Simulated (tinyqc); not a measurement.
Type-II superlattice in the two-band Kane model, step by step. Values are carried at full precision from step to step, so a last printed digit may differ when a step is redone from the rounded ones.

Motion along the axis, period d = a + b, c = hbar^2/2m0. Conduction and light-hole bands couple: (E - Ec)(E - Ev) = Ep c k^2 in each layer, with mass m(E) = (E - Ev)/Ep, which may be negative. The conduction envelope psi and psi'/m(E) are continuous; a layer carries them by [[cos kt, (m/k) sin kt], [-(k/m) sin kt, cos kt]] (cosh and sinh for k^2 < 0), and cos(q d) = tr(M_B M_A)/2. C1 is the first miniband above EvB, with its bottom at tr/2 = +1 and its top at -1; the gap is the bottom of C1 less the top heavy-hole level HH1.

Constants: hbar^2/2m0 = 3.80998211 eV angstrom^2; hc = 1239.841984 eV nm.

Parameters, chosen for this exercise (near those of an InAs/GaSb superlattice; not measured data): a = 47 angstrom (layer A); b = 49 angstrom (layer B); EcA = 0 eV (conduction edge of A); EvA = -0.412 eV (valence edge of A); EcB = 0.967 eV (conduction edge of B); EvB = 0.162 eV (valence edge of B); EpA = 14.5 eV (coupling energy in A); EpB = 18.2 eV (coupling energy in B); E = 0.338 eV (trial energy); mhA = 0.34 m0 (heavy hole in A); mhB = 0.27 m0 (heavy hole in B).

## Wave numbers and masses at one energy

Give k^2 and m(E) in both layers.

Layers:
```
layer  k^2 (1/angstrom^2)  m(E) (m0)
A               0.0045887    0.05172
B              -0.0015965    0.00967
```

In B the decay constant is 0.0400 1/angstrom; across the gap of B it peaks at mid-gap, at 0.0483, and vanishes at both edges.

## Transfer matrices

Form M_A, M_B and half the trace of their product.

M_A (angstrom units):
```
[[-0.99911, -0.032194],
 [0.055218, -0.99911]]
```

M_B (angstrom units):
```
[[3.6126, 0.84018],
 [14.344, 3.6126]]
```

tr/2 = -3.8171

E lies in a gap of the coupled bands.

## Edges and effective gap

Heavy holes are uncoupled: with e = EvB - E, p = sqrt(mhB e/c), w = sqrt(mhA (EvB - EvA - e)/c), the top level HH1 at q = 0 solves (p/mhB) tan(p b/2) = (w/mhA) tanh(w a/2).

C1 is the first miniband above EvB: bottom at tr/2 = +1, top at -1. The gap is its bottom less HH1; cut-off wavelength hc/gap.

bottom of C1 = 0.2474 eV
top of C1 = 0.2840 eV
HH1 = 0.1236 eV
gap = 0.1239 eV
cut-off = 10.01 micrometre

The bulk edges overlap by 162 meV; confinement lifts the electrons by 247 meV and lowers the holes by 38 meV, which opens the gap. It is 0.30 of the smaller bulk gap.

## Electron mass along the axis

m_z = -2 c f'/d^2 with f = tr/2 differentiated at the bottom of C1 (central difference of 1e-6 eV); compare the bulk edge mass (EcA - EvA)/EpA.

f' = -52.43 1/eV
m_z = 0.0434 m0
bulk edge mass of A = 0.0284 m0

## Checks

- Bottom of C1 from the two-band matrix on a staggered grid of 0.5 angstrom against the transfer matrix, eV: both 0.247.

Program tinyqc; command `OMP_NUM_THREADS=1 python tinyqc.py 1280383 1280384 out.jsonl`; about 0.07 s on one thread of a shared Intel(R) Xeon(R) Processor @ 2.30GHz.
